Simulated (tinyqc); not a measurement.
Convergence with the size of the ring: vibrations of a mass or spring defect in a linear chain. Computed by tinyqc, a small Python program. Command: `OMP_NUM_THREADS=1 python tinyqc.py 3026370 3026371 out.jsonl localmode walk`. One thread of a shared host (Intel(R) Xeon(R) Processor @ 2.30GHz), about 0.01 s of CPU time with the checks.

A ring of N atoms with nearest-neighbour springs k and motion along the chain. Atom 1 is the defect, of mass M', and its two springs are k'. All other atoms have the mass M.

Inputs (values chosen for the exercise, for a model chain):

| quantity | value | unit |
|---|---|---|
| spring constant k | 6.36 | eV/angstrom^2 |
| host mass M | 89.8 | u |
| defect mass M' | 25.6 | u |
| spring ratio k'/k at the defect | 1.5 | - |

Host: monatomic.

Constants: nu for 1 eV/(angstrom^2 u) = 15.6333042 THz.

Method:
- Host band: lambda from 0 to 4k/M.
- nu = 15.6333042 THz x sqrt(lambda), lambda in eV/(angstrom^2 u).
- D_ii = (sum of the two springs at i)/M_i, D_ij = -k_ij/sqrt(M_i M_j) for neighbours, closed into a ring.
- The same matrix for 120 atoms; amplitudes are the mass-weighted eigenvector, in size, relative to the defect, for the highest mode; its weight is the squared component of the normalised eigenvector on the defect.

band edges (THz): 0.00000  8.32092

ratio to the top of the host band = 1.74444

highest frequency, long ring = 14.5154 THz

weight of the highest mode on the defect = 0.851818

Highest mode:

| N | frequency (THz) | weight on the defect | modes outside the bands |
|---|---|---|---|
| 4 | 14.524 | 0.84844 | 1 |
| 6 | 14.515 | 0.85176 | 1 |
| 8 | 14.515 | 0.85182 | 1 |
| 12 | 14.515 | 0.85182 | 1 |
| 20 | 14.515 | 0.85182 | 1 |
| 40 | 14.515 | 0.85182 | 1 |
| 80 | 14.515 | 0.85182 | 1 |
| 120 | 14.515 | 0.85182 | 1 |

What does the comparison show, and why?

The local mode is within 0.01 % of its final value from N = 6 on, and its weight on the defect settles at 0.852: a bound mode needs only a cell larger than its decay length.

Extremes, crossings and ranges named in words are read from the listed rows.
